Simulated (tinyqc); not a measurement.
Worked calculation: plane-wave Kohn-Sham cycle with exchange-only LDA in a layered model solid. One step of it, computed by the program tinyqc.

Task: Iteration 2: levels at that k. Diagonalise the Hermitian matrix.

H (hartree), lower triangle:
```
,-2,-1,+0,+1,+2
-2,1.875850
-1,-0.060202,0.119067
+0,0.035519,-0.060202,-0.232289
+1,0.000082,0.035519,-0.060202,0.821780
+2,-0.000013,0.000082,0.035519,-0.060202,3.281276
```

Give: eigenvalues.

Result:

eigenvalues (hartree): -0.2456  0.1238  0.8258  1.8786  3.2831
